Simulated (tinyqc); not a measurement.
What a measurement delay does to the time exponent: bias-temperature instability from a Gaussian distribution of capture and emission barriers. Computed by tinyqc, a small Python program. Command: `OMP_NUM_THREADS=1 python tinyqc.py 3026540 3026541 out.jsonl bti walk`. One thread of a shared host (Intel(R) Xeon(R) Processor @ 2.30GHz), about 0.01 s of CPU time with the checks.

Each trap has a capture time tau_0 exp(E_c/(k_B T)) under stress and an emission time tau_0 exp(E_e/(k_B T)) after it. E_c is Gaussian, and E_e = E_c + d with d Gaussian and independent. A trap counts as filled once t_s exceeds its capture time and as emptied once t_r exceeds its emission time.

Inputs (values chosen for the exercise, for a model p-channel transistor):

| quantity | value | unit |
|---|---|---|
| shift with all traps filled V_max | 380 | mV |
| mean capture barrier at zero field mu_c | 1.68 | eV |
| spread of capture barriers sigma_c | 0.34 | eV |
| lowering of mu_c per field k_F | 0.065 | eV/(MV/cm) |
| oxide field F | 4.2 | MV/cm |
| mean of E_e - E_c at the stress field, delta | -0.19 | eV |
| spread of E_e - E_c, sigma_d | 0.18 | eV |
| time constant tau_0 | 1e-09 | s |
| temperature T | 60 | C |
| stress time t_s | 30 | s |

Constants: k_B = 8.617333262e-05 eV/K.

Method:
- Demarcation energies E_s = k_B T ln(t_s/tau_0), E_r = k_B T ln(t_r/tau_0); mean barrier mu = mu_c - k_F F; z = (E_s - mu)/sigma_c; Phi is the standard normal distribution.
- Temperatures in kelvin are T(C) + 273.15.
- Shift without recovery dV0 = V_max Phi(z); local time exponent n = d ln dV0/d ln t_s = (k_B T/sigma_c) exp(-z^2/2)/(sqrt(2 pi) Phi(z)); apparent activation energy n E_s.
- Remaining shift dV = V_max int_(-infinity)^(E_s) g(E_c) [1 - Phi((E_r - E_c - delta)/sigma_d)] dE_c, g the Gaussian density of E_c (Gauss-Legendre, 120 points over 7 sigma_c below E_s).
- Columns: no delay, and delays of 1 us, 1 ms and 1 s.

mean barrier mu = 1.407 eV

Shift (mV):

| t_s (s) | no delay | 1 us | 1 ms | 1 s |
|---|---|---|---|---|
| 1.00e+00 | 3.215 | 2.202 | 1.004 | 0.214 |
| 1.00e+01 | 5.365 | 4.157 | 2.284 | 0.636 |
| 1.00e+02 | 8.654 | 7.300 | 4.678 | 1.663 |
| 1.00e+03 | 13.500 | 12.052 | 8.719 | 3.844 |
| 1.00e+04 | 20.376 | 18.876 | 14.969 | 7.931 |
| 1.00e+05 | 29.771 | 28.246 | 23.944 | 14.757 |
| 1.00e+06 | 42.133 | 40.599 | 36.064 | 25.057 |
| 1.00e+07 | 57.799 | 56.262 | 51.611 | 39.288 |

Between 10 and 1000 s the apparent exponent is 0.200 without delay, 0.231 at 1 us, 0.291 at 1 ms and 0.391 at 1 s: a slow measurement loses more of a short stress than of a long one, which steepens the curve. Without delay the exponent falls from 0.222 to 0.137 over the table, so the growth is not a true power law. Caution: step-function filling and one Gaussian population are simplifications; real devices show several populations.
